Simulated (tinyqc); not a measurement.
## Bandgap voltage reference from two bipolar transistors: output against temperature

Two transistors of area 1 and N carry the same current I. Is(T) = Is (T/T0)^eta exp[(Vg0 q/kB)(1/T0 - 1/T)], VBE1 = Vt ln(I/Is(T)) + I rb, VBE2 = Vt ln(I/(N Is(T))) + I rb/N. The amplifier forces I R1(T) = VBE1 - VBE2 + Vos, with R(T) = R (1 + tc (T - T0)) for both resistors, and the output is Vref = VBE1 + I R2(T). Base currents and the Early effect are neglected.

Vt = kB T/q; I = (Vt ln N + Vos)/(R1(T) - rb (1 - 1/N)).

Values chosen for this exercise; values of the order met in silicon bipolar transistors: reference temperature T0 = 300 K; band-gap voltage extrapolated to 0 K Vg0 = 1.166 V; temperature exponent of the saturation current eta = 3.2; saturation current of the unit transistor at T0 Is = 3e-17 A; area ratio of the second transistor N = 8; resistor across which the difference of VBE falls, at T0 R1 = 2.6 kohm; temperature coefficient of both resistors tc = -500 ppm/K; offset of the amplifier Vos = 1.2 mV; series resistance of the unit transistor rb = 26 ohm; output resistor at T0 R2 = 23.35 kohm.

Constants: q = 1.602176634e-19 C, kB = 1.380649e-23 J/K. Results are converted to the units shown.

Output against temperature:
```
T (K)  I (uA)  VBE1 (V)  I R2 (V)  Vref (V)  Vref - Vref(T0) (mV)  dVref/dT (uV/K)
218     15.00    0.8443    0.3647     1.209                 5.043           -34.00
233     16.12    0.8194    0.3890     1.208                 4.449           -45.04
253     17.64    0.7858    0.4215     1.207                 3.411           -58.52
273     19.19    0.7521    0.4540     1.206                 2.116           -70.78
298     21.16    0.7095    0.4947     1.204                0.1703           -84.63
323     23.19    0.6665    0.5353     1.202                -2.104           -97.07
348     25.27    0.6233    0.5760     1.199                -4.673           -108.3
373     27.41    0.5798    0.6166     1.196                -7.511           -118.5
398     29.60    0.5361    0.6573     1.193                -10.59           -127.8
423     31.85    0.4921    0.6980     1.190                -13.89           -136.2
```

Read the table: what changes, and by how much?

VBE1 falls by 1.72 mV/K on average and I R2 rises by 1.63 mV/K. The slope of Vref vanishes at T = 178 K. Between 233 and 398 K Vref spans 15.0 mV, or 75.8 ppm/K by the box method (span over the average over T, over 165 K).

Computed by the program tinyqc: `OMP_NUM_THREADS=1 python tinyqc.py 2062049 2062050 out.jsonl`, one thread of a shared Intel Xeon 2.30GHz, about 0.02 s for the whole run.
